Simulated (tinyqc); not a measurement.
Random telegraph noise from one oxide trap in a small MOSFET: two steps of the calculation.

An acceptor-like trap exchanges electrons with the channel. Inversion charge Q = Cox u, u = n Vt W0(exp((Vg - VT)/(n Vt))), W0 the Lambert function, n = nf, Cox = eps0 eox/tox; linear regime Id = (W/L) mu Q Vd. Relative to threshold the surface potential rises by Vt ln(u/u0) and the oxide voltage by the rest of Vg - VT, with u0 = n Vt W0(1).

Parameters, values chosen for the exercise; values of the order met in silicon transistors:
```
symbol,value,unit,meaning
T,300,K,temperature
eox,3.9,,relative permittivity of the gate insulator (close to silicon dioxide)
tox,3.7,nm,insulator thickness
xt,1.1,nm,depth of the trap from the channel interface
E0,0.33,eV,trap level above the channel Fermi level at threshold
s0,1e-15,cm^2,capture prefactor
EB,0.29,eV,capture barrier (lattice relaxation)
lt,0.1,nm,tunnelling decay length
vth,2.3e7,cm/s,thermal velocity
zi,1.9,nm,thickness of the inversion layer
VT,0.51,V,threshold voltage
nf,1.1,,body factor
W,190,nm,gate width
L,110,nm,gate length
mu,120,cm^2/(V s),mobility
asc,7.2e-16,V s,scattering coefficient of the charged trap
Vd,0.02,V,drain voltage
Vg,1.36,V,gate voltage
```

Constants: q = 1.602176634e-19 C, kB = 1.380649e-23 J/K, Vt = kB T/q, eps0 = 8.8541878128e-14 F/cm where lengths are in cm. Results are converted to the units shown.

Problem 1. Trap level, time constants and occupancy. N = Cox u/q; dpsi = Vt ln(u/u0); E = E0 - dpsi - (xt/tox)(Vg - VT - dpsi); capture time tc = 1/[(N/zi) vth s0 exp(-xt/lt - EB/Vt)]; emission time te = tc exp(-E/Vt); occupancy te/(tc + te).

Find: u; N; dpsi; E; tc; te; occupancy.

Solution 1.

u = 0.75669 V
N = 4.4078e12 cm^-2
dpsi = 0.099489 V
E = 0.0073862 eV
tc = 0.0083528 s
te = 0.0062769 s
occupancy = 0.42905

The trap lies 0.29 Vt above the Fermi level, so it is filled 42.9 % of the time.

Problem 2. Step height. A = W L; threshold step dV = q (1 - xt/tox)/(Cox A); gm/Id = 1/(u + n Vt); relative step dI/I = (gm/Id) dV + asc mu/A. Id as defined.

u = 0.75669027 V
N = 4.4077745e12 cm^-2

Wanted: electrons in the channel N A; dV; gm/Id; number part of dI/I; dI/I; Id; dI.

Solution 2.

electrons in the channel N A = 921.2
dV = 0.5772 mV
gm/Id = 1.274 1/V
number part of dI/I = 0.07352 %
dI/I = 0.1149 %
Id = 2.928 uA
dI = 3.362 nA

Range of the model: VT is taken as given; short-channel effects and the uneven flow of current among few electrons are left out.

Numbers from tinyqc (`OMP_NUM_THREADS=1 python tinyqc.py 2710171 2710172 out.jsonl`; about 0.01 s on one thread of a shared Intel Xeon 2.30GHz).
